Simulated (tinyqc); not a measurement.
Inside a calculation. Model: straight dislocations in isotropic elasticity: fields, energies, partials, Peierls stress and walls. Computed by tinyqc, a small Python program that keeps every step. Command: `OMP_NUM_THREADS=1 python tinyqc.py 3006820 3006821 out.jsonl disloc walk`. One thread of a shared host (Intel(R) Xeon(R) Processor @ 2.30GHz), about 0.01 s of CPU time with the checks. Intermediate numbers are printed to about 6 digits and carried at full precision; extremes and crossings named in words are read from the listed rows.

The line runs along z, the glide plane is y = 0, and beta is the angle between b and the line (0 screw, 90 degrees edge): b_e = b sin(beta) along +x with the extra half plane at y > 0, b_s = b cos(beta). Stress is positive in tension.

Inputs (values chosen for the exercise, for a model fcc or diamond crystal):
```
quantity                          value        unit
shear modulus G                    22.4         GPa
Poisson ratio nu                   0.35           -
Burgers vector b                  3.023    angstrom
stacking-fault energy gamma        24.3      mJ/m^2
dislocation density rho         1.1e+14       1/m^2
core radius r0/b                      1           -
misfit volume of a solute dV       -6.2  angstrom^3
temperature T                       700           K
unstable fault energy gamma_us      278      mJ/m^2
tilt angle theta                   0.66     degrees
source length l                     610          nm
```

Character: edge.

field point (x, y) (nm): 7.9  2.9

Constants: 1 eV/angstrom^3 = 160.2176634 GPa; k_B = 8.617333262e-05 eV/K.

## Line energy and line tension

Energy factor K = G [cos^2(beta) + sin^2(beta)/(1 - nu)]. E = K b^2/(4 pi) ln(R/r0) with R = 1/(2 sqrt(rho)); tension T = E + d^2E/d(beta)^2 = G b^2 [1 + nu - 3 nu sin^2(beta)]/(4 pi (1 - nu)) ln(R/r0). The core energy is taken into r0.

energy factor K = 34.4615 GPa

ln(R/r0) = 5.06070

line energy E = 7.91592 eV/nm

line tension T = 2.37478 eV/nm

stored energy rho E = 139.510 kJ/m^3

T/E = 0.30: bowing turns parts of the line towards the cheaper screw character, so it is soft.

## Stress at a point

With D = G b_e/(2 pi (1 - nu)), S = G b_s/(2 pi), r^2 = x^2 + y^2: s_xx = -D y (3x^2 + y^2)/r^4, s_yy = D y (x^2 - y^2)/r^4, s_xy = D x (x^2 - y^2)/r^4, s_zz = nu (s_xx + s_yy), s_xz = -S y/r^2, s_yz = S x/r^2. Pressure p = -trace/3.

stress (MPa):
```
          x        y        z
x  -187.558  141.027    0.000
y   141.027   51.769    0.000
z     0.000    0.000  -47.526
```

pressure p = 61.1051 MPa

The point lies above the glide plane, on the compressed side.

## Force on a second, equal dislocation at that point; binding of a solute

Peach-Koehler force per length on a parallel dislocation with the same b: in the glide plane F_x = s_xy b_e + s_yz b_s, normal to it F_y = -(s_xx b_e + s_xz b_s), which drives climb of the edge part or cross-slip of a screw. A solute with misfit volume dV has the energy p dV, and its dilute concentration is scaled by exp(-p dV/(k_B T)).

glide force F_x = 42.6324 mN/m

normal force F_y = 56.6989 mN/m

solute energy = -2.36461 meV

concentration ratio = 1.03998

Along x the second dislocation is repelled. The undersized solute is enriched here.

## Splitting into partials

Shockley partials have b_p = b/sqrt(3) at the angles beta -/+ 30 degrees; their repulsion balances the fault at d = G b_p^2/(8 pi gamma) (2 - nu)/(1 - nu) [1 - 2 nu cos(2 beta)/(2 - nu)].

partial Burgers vector b_p = 1.74533 angstrom

splitting width d = 4.03935 nm

d/b = 13.3621

Widely split: cross-slip and climb need a constriction first.

## Peierls-Nabarro core of the undissociated dislocation

Misfit energy gamma(u) = (gamma_us/2)(1 - cos(2 pi u/b)), so the largest restoring stress is tau_max = pi gamma_us/b; u(x) = b/2 + (b/pi) arctan(x/zeta), zeta = K b/(4 pi tau_max). Summing the misfit energy over atomic rows a' apart gives, for a wide core, W_P = (K b^2/pi) exp(-2 pi zeta/a') and sigma_P = (K b/a') exp(-2 pi zeta/a'); a' = b/2 for edge and 30-degree lines, b sqrt(3)/2 for screw and 60-degree lines.

tau_max = 2.88906 GPa

half width zeta = 2.86950 angstrom

row spacing a' = 1.5115 angstrom

Peierls barrier W_P = 0.0413010 meV/nm

Peierls stress sigma_P = 0.454962 MPa

zeta/a' = 1.90 and sigma_P/G = 2.0e-5: the stress falls by a factor e for each a'/(2 pi) of half width.

## Strength from dislocations

Frank-Read source, averaged over the loop: tau = G b/(2 pi l) [(1 - nu/2)/(1 - nu)] ln(l/r0). Taylor hardening: tau = 0.3 G b sqrt(rho).

Frank-Read stress = 17.0644 MPa

Taylor stress = 21.3061 MPa

Of the source, forest and Peierls stresses the largest here is the forest stress. Caution: the source is longer than the mean dislocation spacing 1/sqrt(rho), so the forest would pin it into shorter segments and its stress is only formal.

## Low-angle tilt boundary

A symmetric tilt wall of edge dislocations has the spacing h = b/(2 sin(theta/2)); Read-Shockley: gamma_b = E0 theta (A - ln theta), E0 = G b/(4 pi (1 - nu)), A = 1 + ln(b/(2 pi r0)), theta in radians.

spacing h = 26.2433 nm

boundary energy = 34.6255 mJ/m^2

angle of the maximum, exp(A - 1) = 9.11891 degrees

## Character of the line

E = K b^2/(4 pi) ln(R/r0); T = G b^2 [1 + nu - 3 nu sin^2(beta)]/(4 pi (1 - nu)) ln(R/r0).

From screw to edge:
```
beta (degrees)  K (GPa)  E (eV/nm)  T (eV/nm)   d (nm)
0               22.4000    5.14535    10.6865  1.63293
15              23.2080    5.33094    10.1297  1.79413
30              25.4154    5.83799     8.6086  2.23453
45              28.4308    6.53064     6.5306  2.83614
60              31.4462    7.22328     4.4527  3.43774
75              33.6536    7.73033     2.9316  3.87815
90              34.4615    7.91592     2.3748  4.03935
```

The edge costs 1/(1 - nu) = 1.538 times the screw in energy, yet its tension is only (1 - 2 nu)/(1 + nu) = 0.222 of the screw value, so loops under stress are elongated along b. The edge splits 2.47 times as widely, (2 + nu)/(2 - 3 nu), since there the larger, edge parts of the partials repel with the factor 1/(1 - nu) and the small screw parts attract, while in the screw the roles are exchanged.

Checks made by the program: zero divergence of the stress field, by differences and relative to the size of its gradient (relative difference 1e-10); splitting against the force between the two partials (relative difference below 1e-10).
